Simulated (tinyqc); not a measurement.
## Line constants from open and short measurements

Question. A uniform line of length len, under a quarter wavelength, has Z_open = Zc coth(gamma len) and Z_short = Zc tanh(gamma len); gamma Zc = r + i w l and gamma/Zc = g + i w c, w = 2 pi f. Find r, l and c.

Values chosen for this exercise:
```
symbol  value  unit    meaning
len      0.36    mm     length
f         1.9   GHz  frequency
```

Zin with the far end open = 0.8759-1610.6266i ohm
Zin with the far end shorted = 2.6285392+0.9919728i ohm

Answer. The product of the two impedances is Zc^2 and their ratio tanh^2(gamma len); the principal branch holds below a quarter wavelength.

r = 7.30 ohm/mm
l = 0.231 nH/mm
c = 144 pF/m

tinyqc, about 0.05 s, one thread, Intel Xeon 2.30GHz (shared host): `OMP_NUM_THREADS=1 python tinyqc.py 2810213 2810214 out.jsonl`
